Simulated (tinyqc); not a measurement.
# MOS inversion layer, Poisson-Schroedinger loop, step by step

Numbers from tinyqc (`OMP_NUM_THREADS=1 python tinyqc.py 2160092 2160093 out.jsonl`; about 0.9 s on one thread of a shared Intel Xeon 2.30GHz). Printed values are rounded.

Electrons confined at an insulator interface at z = 0, treated as a hard wall; parabolic valleys, Hartree approximation, no image or exchange terms. The depletion charge lies far deeper than the electrons and gives a uniform field q Nd/(eps0 eps_r); the gate balances all charge. Energies are counted from the band edge at the interface.

Values chosen for this exercise; masses and permittivity close to those of silicon (100):
```
symbol   value   unit                                     meaning
T          300      K                                 temperature
eps_r     11.7                              relative permittivity
mz1      0.908     m0  mass along z of valley set A (2 valley(s))
md1      0.193     m0    in-plane density-of-states mass of set A
mz2      0.189     m0  mass along z of valley set B (4 valley(s))
md2       0.41     m0    in-plane density-of-states mass of set B
Ns        3e12  cm^-2                  sheet density of electrons
Nd      6.2e11  cm^-2           sheet density of depletion charge
dE        0.11     eV               extra shift of set B (strain)
hz        0.86     nm                                   mesh step
a          0.7                                      mixing factor
```

Constants: q = 1.602176634e-19 C, kB = 1.380649e-23 J/K, hbar = 1.054571817e-34 J s, m0 = 9.1093837015e-31 kg, Vt = kB T/q, eps0 = 8.8541878128e-14 F/cm where lengths are in cm, hbar^2/(2 m0) = 0.0380998212 eV nm^2. Results are converted to the units shown.

## Fixed part of the potential

| node | z (nm) |
|---|---|
| 1 | 0.86 |
| 2 | 1.72 |
| 3 | 2.58 |
| 4 | 3.44 |
| 5 | 4.3 |
| 6 | 5.16 |
| 7 | 6.02 |
| 8 | 6.88 |
| 9 | 7.74 |
| 10 | 8.6 |
| 11 | 9.46 |
| 12 | 10.32 |
| 13 | 11.18 |
| 14 | 12.04 |
| 15 | 12.9 |
| 16 | 13.76 |
| 17 | 14.62 |
| 18 | 15.48 |
| 19 | 16.34 |

V0 = q Nd z/(eps0 eps_r) in eV.

| node | fixed potential V0 (eV) |
|---|---|
| 1 | 0.008246 |
| 2 | 0.016493 |
| 3 | 0.024739 |
| 4 | 0.032986 |
| 5 | 0.041232 |
| 6 | 0.049479 |
| 7 | 0.057725 |
| 8 | 0.065971 |
| 9 | 0.074218 |
| 10 | 0.082464 |
| 11 | 0.090711 |
| 12 | 0.098957 |
| 13 | 0.107204 |
| 14 | 0.115450 |
| 15 | 0.123696 |
| 16 | 0.131943 |
| 17 | 0.140189 |
| 18 | 0.148436 |
| 19 | 0.156682 |

## Round 1: levels and probability densities

| node | self-consistent potential U at the start (eV) |
|---|---|
| 1 | 0 |
| 2 | 0 |
| 3 | 0 |
| 4 | 0 |
| 5 | 0 |
| 6 | 0 |
| 7 | 0 |
| 8 | 0 |
| 9 | 0 |
| 10 | 0 |
| 11 | 0 |
| 12 | 0 |
| 13 | 0 |
| 14 | 0 |
| 15 | 0 |
| 16 | 0 |
| 17 | 0 |
| 18 | 0 |
| 19 | 0 |

Tridiagonal Hamiltonian with psi = 0 one step beyond both ends: H_ii = C (1/m_(i-1/2) + 1/m_(i+1/2))/hz^2 + V0_i + U_i (+ dE for the set B), H_(i,i+1) = -C/(m_(i+1/2) hz^2), C = hbar^2/(2 m0). The lowest 2 level(s) of each valley set are kept, normalised to hz sum |psi|^2 = 1. The mass is the same on all intervals.

levels (eV): A1 0.036275, A2 0.062856, B1 0.171643, B2 0.217546

| node | \|psi\|^2 of A1 (1/nm) | \|psi\|^2 of A2 (1/nm) | \|psi\|^2 of B1 (1/nm) | \|psi\|^2 of B2 (1/nm) |
|---|---|---|---|---|
| 1 | 0.150612 | 0.136503 | 0.033846 | 0.033146 |
| 2 | 0.341577 | 0.146916 | 0.110160 | 0.088680 |
| 3 | 0.332948 | 0.007039 | 0.180502 | 0.098622 |
| 4 | 0.204541 | 0.073912 | 0.211860 | 0.055170 |
| 5 | 0.090773 | 0.234735 | 0.200092 | 0.008367 |
| 6 | 0.031200 | 0.262616 | 0.160683 | 0.005505 |
| 7 | 0.008666 | 0.176059 | 0.113231 | 0.050202 |
| 8 | 0.002002 | 0.083394 | 0.071454 | 0.110864 |
| 9 | 0.000393 | 0.030215 | 0.040951 | 0.152942 |
| 10 | 0.000067 | 0.008777 | 0.021537 | 0.161101 |
| 11 | 0.000010 | 0.002109 | 0.010477 | 0.140426 |
| 12 | 0.000001 | 0.000429 | 0.004743 | 0.105591 |
| 13 | 0.000000 | 0.000075 | 0.002009 | 0.070183 |
| 14 | 0.000000 | 0.000011 | 0.000798 | 0.041846 |
| 15 | 0.000000 | 0.000002 | 0.000298 | 0.022540 |
| 16 | 0.000000 | 0.000000 | 0.000105 | 0.010942 |
| 17 | 0.000000 | 0.000000 | 0.000034 | 0.004683 |
| 18 | 0.000000 | 0.000000 | 0.000009 | 0.001637 |
| 19 | 0.000000 | 0.000000 | 0.000002 | 0.000344 |

## Round 1: Fermi level and occupations

Level k holds N_k = D_k Vt ln(1 + exp((EF - E_k)/Vt)) with D = 2 md1 m0 q/(pi hbar^2) for the set A, D = 4 md2 m0 q/(pi hbar^2) for the set B per eV (spin included); EF is fixed by sum N_k = Ns.

EF = 0.0248237 eV
N_k (cm^-2): A1 2.06756e12, A2 8.61791e11, B1 6.04006e10, B2 1.02450e10

## Round 1: density, output potential and mixing

n_i = sum_k N_k |psi_k|^2 (converted to cm^-3). Hartree part by Gauss: on the interval before node i the electrons still beyond are S_i = Ns - hz sum_(j<i) n_j, and U_i = U_(i-1) + q S_i hz/(eps0 eps_r) in eV, U_0 = 0 at the interface. Mixing: U(new) = U + a (U(out) - U).

| node | n (1e18 cm^-3) | U(out) (eV) | U after round 1 (eV) |
|---|---|---|---|
| 1 | 4.31421 | 0.039902 | 0.0279315 |
| 2 | 8.40405 | 0.074869 | 0.0524085 |
| 3 | 7.06370 | 0.100223 | 0.0701564 |
| 4 | 4.99958 | 0.117498 | 0.0822484 |
| 5 | 4.02143 | 0.129053 | 0.0903373 |
| 6 | 3.00590 | 0.136009 | 0.0952061 |
| 7 | 1.76998 | 0.139526 | 0.0976681 |
| 8 | 0.81460 | 0.141018 | 0.0987129 |
| 9 | 0.30892 | 0.141579 | 0.0991055 |
| 10 | 0.10653 | 0.141787 | 0.0992507 |
| 11 | 0.03909 | 0.141872 | 0.0993106 |
| 12 | 0.01740 | 0.141913 | 0.0993392 |
| 13 | 0.00905 | 0.141934 | 0.0993539 |
| 14 | 0.00487 | 0.141945 | 0.0993613 |
| 15 | 0.00250 | 0.141950 | 0.0993648 |
| 16 | 0.00119 | 0.141952 | 0.0993663 |
| 17 | 0.00050 | 0.141953 | 0.0993669 |
| 18 | 0.00017 | 0.141953 | 0.0993671 |
| 19 | 0.00004 | 0.141953 | 0.0993671 |

## Round 2: levels and probability densities

As before.

levels (eV): A1 0.091123, A2 0.140167, B1 0.250219, B2 0.307857

| node | \|psi\|^2 of A1 (1/nm) | \|psi\|^2 of A2 (1/nm) | \|psi\|^2 of B1 (1/nm) | \|psi\|^2 of B2 (1/nm) |
|---|---|---|---|---|
| 1 | 0.441953 | 0.232622 | 0.079888 | 0.046328 |
| 2 | 0.470252 | 0.006492 | 0.209215 | 0.091690 |
| 3 | 0.191934 | 0.178399 | 0.262630 | 0.061060 |
| 4 | 0.048219 | 0.346075 | 0.232643 | 0.009615 |
| 5 | 0.008910 | 0.245673 | 0.166444 | 0.006514 |
| 6 | 0.001332 | 0.107526 | 0.102831 | 0.057529 |
| 7 | 0.000170 | 0.034700 | 0.056942 | 0.124045 |
| 8 | 0.000019 | 0.008957 | 0.028853 | 0.167837 |
| 9 | 0.000002 | 0.001927 | 0.013537 | 0.174137 |
| 10 | 0.000000 | 0.000354 | 0.005923 | 0.150043 |
| 11 | 0.000000 | 0.000056 | 0.002430 | 0.111870 |
| 12 | 0.000000 | 0.000008 | 0.000939 | 0.073968 |
| 13 | 0.000000 | 0.000001 | 0.000342 | 0.044063 |
| 14 | 0.000000 | 0.000000 | 0.000118 | 0.023886 |
| 15 | 0.000000 | 0.000000 | 0.000039 | 0.011839 |
| 16 | 0.000000 | 0.000000 | 0.000012 | 0.005347 |
| 17 | 0.000000 | 0.000000 | 0.000003 | 0.002154 |
| 18 | 0.000000 | 0.000000 | 0.000001 | 0.000719 |
| 19 | 0.000000 | 0.000000 | 0.000000 | 0.000147 |

## Round 2: Fermi level and occupations

As before.

EF = 0.0858403 eV
N_k (cm^-2): A1 2.48517e12, A2 4.80879e11, B1 3.06496e10, B2 3.29975e9

## Round 2: density, output potential and mixing

As before.

| node | n (1e19 cm^-3) | U(out) (eV) | U after round 2 (eV) |
|---|---|---|---|
| 1 | 1.21279 | 0.0399021 | 0.0363109 |
| 2 | 1.17849 | 0.0659315 | 0.0618746 |
| 3 | 0.57103 | 0.0784806 | 0.0759834 |
| 4 | 0.29341 | 0.0844980 | 0.0838231 |
| 5 | 0.14540 | 0.0871591 | 0.0881125 |
| 6 | 0.05836 | 0.0881570 | 0.0902717 |
| 7 | 0.01926 | 0.0884873 | 0.0912416 |
| 8 | 0.00579 | 0.0885973 | 0.0916320 |
| 9 | 0.00192 | 0.0886411 | 0.0917804 |
| 10 | 0.00085 | 0.0886628 | 0.0918392 |
| 11 | 0.00047 | 0.0886749 | 0.0918656 |
| 12 | 0.00028 | 0.0886816 | 0.0918788 |
| 13 | 0.00016 | 0.0886851 | 0.0918857 |
| 14 | 0.00008 | 0.0886868 | 0.0918891 |
| 15 | 0.00004 | 0.0886876 | 0.0918907 |
| 16 | 0.00002 | 0.0886879 | 0.0918914 |
| 17 | 0.00001 | 0.0886880 | 0.0918917 |
| 18 | 0.00000 | 0.0886880 | 0.0918918 |
| 19 | 0.00000 | 0.0886880 | 0.0918918 |

## Course of the self-consistent loop

Start from U = 0. Stop when the largest |U(out) - U| is below 1e-7 eV, or after 120 rounds.

Course of the iteration:

| round | level A1 (eV) | EF (eV) | largest \|U(out) - U\| (eV) |
|---|---|---|---|
| 1 | 0.0362750 | 0.0248237 | 0.142 |
| 2 | 0.0911233 | 0.0858403 | 0.0135 |
| 3 | 0.0990534 | 0.0922925 | 5.67e-3 |
| 4 | 0.102310 | 0.0956432 | 1.26e-3 |
| 5 | 0.103115 | 0.0964170 | 3.86e-4 |
| 6 | 0.103366 | 0.0966700 | 1.07e-4 |
| 7 | 0.103437 | 0.0967396 | 3.19e-5 |
| 8 | 0.103458 | 0.0967609 | 9.30e-6 |
| 9 | 0.103464 | 0.0967672 | 2.77e-6 |
| 10 | 0.103466 | 0.0967690 | 8.21e-7 |
| 11 | 0.103467 | 0.0967696 | 2.45e-7 |
| 12 | 0.103467 | 0.0967698 | 7.31e-8 |

Converged in 12 rounds. Towards the end the residual shrinks by a factor of about 0.30 a round.

## Converged levels, occupations and centroid

| node | converged U (eV) |
|---|---|
| 1 | 0.0399020 |
| 2 | 0.0667058 |
| 3 | 0.0809599 |
| 4 | 0.0888659 |
| 5 | 0.0930683 |
| 6 | 0.0949803 |
| 7 | 0.0957224 |
| 8 | 0.0959867 |
| 9 | 0.0960857 |
| 10 | 0.0961299 |
| 11 | 0.0961529 |
| 12 | 0.0961656 |
| 13 | 0.0961723 |
| 14 | 0.0961757 |
| 15 | 0.0961772 |
| 16 | 0.0961779 |
| 17 | 0.0961781 |
| 18 | 0.0961782 |
| 19 | 0.0961782 |

Solve for the levels with V0 + U, find EF, n_i = sum_k N_k |psi_k|^2 (in cm^-3); share of each level N_k/Ns; centroid sum n z/sum n.

levels (eV): A1 0.103467, A2 0.146188, B1 0.257076, B2 0.307967
EF = 0.0967698 eV
shares (%): A1 79.4774, A2 19.1597, B1 1.1958, B2 0.1671

| node | n (1e19 cm^-3) |
|---|---|
| 1 | 1.14510 |
| 2 | 1.09714 |
| 3 | 0.55497 |
| 4 | 0.32378 |
| 5 | 0.20024 |
| 6 | 0.10227 |
| 7 | 0.04177 |
| 8 | 0.01445 |
| 9 | 0.00479 |
| 10 | 0.00185 |
| 11 | 0.00091 |
| 12 | 0.00052 |
| 13 | 0.00029 |
| 14 | 0.00016 |
| 15 | 0.00008 |
| 16 | 0.00004 |
| 17 | 0.00001 |
| 18 | 0.00000 |
| 19 | 0.00000 |

centroid = 2.07291 nm

An 800-node mesh to 28 nm with 8 levels a set gives A1 = 0.1059 eV, EF = 0.09761 eV and a centroid of 2.426 nm; the levels kept above hold 91.5 % of the electrons there. The coarse centroid is 15 % below the fine one.

## Closed-form estimates

Triangular well: E_k = a_k (C F^2/mz)^(1/3), a_1 = 2.338107, a_2 = 4.087949, C = hbar^2/(2 m0), F in eV/nm. Fang-Howard (all electrons in the lowest level of set A): b^3 = 6 (mz1/C) q (Nd + 11 Ns/32)/(eps0 eps_r), centroid 3/b, level C b^2/(4 mz1) + (3/b) q (Nd + 11 Ns/16)/(eps0 eps_r). Use F = q (Nd + Ns)/(eps0 eps_r), the surface field, and F = q (Nd + Ns/2)/(eps0 eps_r).

A1 with the surface field = 0.118905 eV
A1 with Nd + Ns/2 = 0.0832309 eV
A2 with Nd + Ns/2 = 0.145521 eV
b = 1.53993 1/nm
Fang-Howard centroid = 1.94814 nm
Fang-Howard level = 0.105699 eV

Against the self-consistent A1 = 0.1059 eV on a fine mesh, the surface-field estimate is 12 % above it, the half-charge one 21 % below it and Fang-Howard 0.21 % below it. A1 holds 75.8 % of the electrons, and the Fang-Howard centroid is 20 % below the full one.
